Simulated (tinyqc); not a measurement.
# Floating body of a partially depleted SOI transistor: body voltage and kink: two studies

Source at 0 V. Channel current Ic = 2 nf K Vt^2 [F(0) - F(Vd)](1 + la Vd), F(V) = ln^2(1 + exp((Vg - VT - nf V)/(2 nf Vt))), VT = VT0 - gb Vb. Saturation voltage Vs = 2 Vt sqrt(F(0)) + 3 Vt, excess Ve = (Vd - Vs + sqrt((Vd - Vs)^2 + 0.0004 V^2))/2, multiplication M1 = Ai Ve exp(-Bl/Ve). Each junction passes D(v) = J1 (exp(v/Vt) - 1) + J2 (exp(v/(2 Vt)) - 1). Bipolar current Ib = bb J1 (exp(Vb/Vt) - 1). The body settles where M1 (Ic + Ib) = D(Vb) + D(Vb - Vd) + Vb/Rb; drain current Id = (1 + M1)(Ic + Ib) - D(Vb - Vd).

Parameters, values chosen for the exercise; values of the order met in partially depleted silicon-on-insulator transistors: temperature T = 330 K; threshold at zero body voltage VT0 = 0.45 V; fall of the threshold per volt of body voltage gb = 0.22; slope factor nf = 1.44; gain factor per width K = 310 uA/(V^2 um); channel-length modulation factor la = 0.09 1/V; impact-ionisation prefactor Ai = 3.43 1/V; impact-ionisation voltage Bl = 4.9 V; diffusion saturation current of each junction J1 = 6.1e-11 uA/um; recombination saturation current of each junction J2 = 1.8e-7 uA/um; gain of the lateral bipolar transistor on the diffusion current bb = 0.5; resistance of a weak body tie to the source (1e9 stands for no tie, and the term is then dropped) Rb = 1e9 kohm um; gate voltage Vg = 0.67 V; drain voltage Vd = 2.4 V.

Constants: q = 1.602176634e-19 C, kB = 1.380649e-23 J/K, Vt = kB T/q. Results are converted to the units shown.

Each table varies one quantity; the others keep the values above.

## Output curve and kink

Rows with more than one solution for Vb (latch) are left out; dId/dVd by a forward difference over 1e-4 V, swing = 1e-4 V over the change of log10 Id; M1 under 1e-12 is printed as 0.

Results:
```
Vd (V),Vb (V),M1,"Id, floating (uA/um)","Id, grounded (uA/um)",ratio,"dId/dVd, floating (uS/um)","dId/dVd, grounded (uS/um)"
0.68,0.3150,5.080e-6,9.717,5.803,1.674,22.38,0.4956
1,0.5571,0.001651,13.90,5.985,2.323,8.008,0.7325
1.16,0.6055,0.007692,15.09,6.131,2.461,7.198,1.132
1.32,0.6394,0.02316,16.30,6.359,2.563,8.166,1.748
1.48,0.6650,0.05309,17.78,6.700,2.654,10.66,2.547
1.64,0.6855,0.1016,19.79,7.181,2.756,14.64,3.478
1.8,0.7025,0.1715,22.56,7.818,2.886,20.32,4.498
```

Estimate the missing row, Vd = 0.84 V.

Computed row:
```
Vd (V),Vb (V),M1,"Id, floating (uA/um)","Id, grounded (uA/um)",ratio,"dId/dVd, floating (uS/um)","dId/dVd, grounded (uS/um)"
0.84,0.4791,1.684e-4,12.38,5.885,2.103,11.80,0.5439
```

With this row back in the table: Vb rises from 0.315 to 0.702 V and the ratio of the currents rises from 1.67 to 2.89. The output conductance with a floating body exceeds the grounded value by the largest factor among the rows, 45.2, at Vd = 0.68 V, where Vb = 0.315 V and M1 = 5.08e-6.

## Transfer curve and swing

Same model as above.

Transfer curve and swing:
```
Vg (V),Vb (V),M1,"Id, floating (uA/um)","Id, grounded (uA/um)",ratio,"swing, floating (mV/decade)","swing, grounded (mV/decade)"
0,0.3504,0.9552,2.020e-4,2.905e-5,6.952,64.60,95.08
0.1,0.4941,0.9522,0.006589,3.287e-4,20.04,70.67,95.02
0.2,0.5868,0.9410,0.1263,0.003652,34.58,86.69,96.57
0.3,0.6542,0.9085,1.293,0.03769,34.30,117.1,101.8
0.4,0.6991,0.8480,6.407,0.3179,20.15,182.7,117.2
0.5,0.7264,0.7721,17.52,1.801,9.728,289.9,155.0
0.6,0.7433,0.6938,33.63,6.251,5.380,430.0,225.0
0.7,0.7543,0.6183,53.06,14.68,3.613,592.1,324.8
0.8,0.7618,0.5471,74.60,26.90,2.774,769.3,445.2
```

Vb rises from 0.350 to 0.762 V. The smallest swing among the rows is 64.6 mV a decade with a floating body (at Vg = 0 V) and 95.0 with a grounded one; Vt ln 10 = 65.5. The floating swing is smaller by more than 3 % for Vg = 0, 0.1, 0.2 V, where the rising Vb lowers the threshold as Vg rises. In the first row the floating body raises the current by a factor of 6.95.

Range of the model: The multiplication law is an empirical form chosen for the exercise; self-heating and capacitive coupling to the body are left out, and the linear laws are rough once Vb passes about 0.7 V or M1 about 0.1.

Numbers from tinyqc (`OMP_NUM_THREADS=1 python tinyqc.py 2182021 2182022 out.jsonl`; about 0.2 s on one thread of a shared Intel Xeon 2.30GHz).
